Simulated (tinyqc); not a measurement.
Choosing the offset: vacuum evaporation: vapour pressure, source flux, thickness distribution, purity and step coverage. Computed by tinyqc, a small Python program. Command: `OMP_NUM_THREADS=1 python tinyqc.py 3111713 3111714 out.jsonl evap walk`. One thread of a shared host (Intel(R) Xeon(R) Processor @ 2.30GHz), about 0.01 s of CPU time with the checks.

Molecular flow, unit sticking of the metal, no re-evaporation. The background gas is taken as water vapour (18.015 g/mol, collision diameter 0.37 nm) at 300 K.

Inputs (values chosen for the exercise, modelled on gallium, with constants for the liquid): directionality n = 1; source-to-wafer distance h = 48 cm; wafer radius R = 15 cm.

Method. Rotating wafer, source offset by s and facing upwards: thickness at radius r is the mean over the angle a of (1 + (r^2 + s^2 - 2 r s cos a)/h^2)^(-(n + 3)/2), by 360 equal steps; non-uniformity (max - min)/(max + min) over 21 radii from 0 to R. The curvature at the centre vanishes at s/h = sqrt(2/(n + 3)).

Against the offset:
```
s/h  centre thickness  edge over centre  non-uniformity (%)
0.0            1.0000            0.8300              9.2909
0.2            0.9246            0.8511              8.0466
0.4            0.7432            0.9038              5.0549
0.5            0.6400            0.9347              3.3758
0.6            0.5407            0.9647              1.7986
0.7            0.4504            0.9915              0.4253
0.8            0.3718            1.0141              0.6978
0.9            0.3052            1.0318              1.5670
1.1            0.2047            1.0544              2.6463
```

What follows from these numbers?

The best row, s/h = 0.7, has 0.43 % against 9.3 % on the axis, at the price of a rate lower by a factor 2.22; the small-wafer optimum is sqrt(2/(n + 3)) = 0.71.

Extremes, crossings and ranges named in words are read from the listed rows.
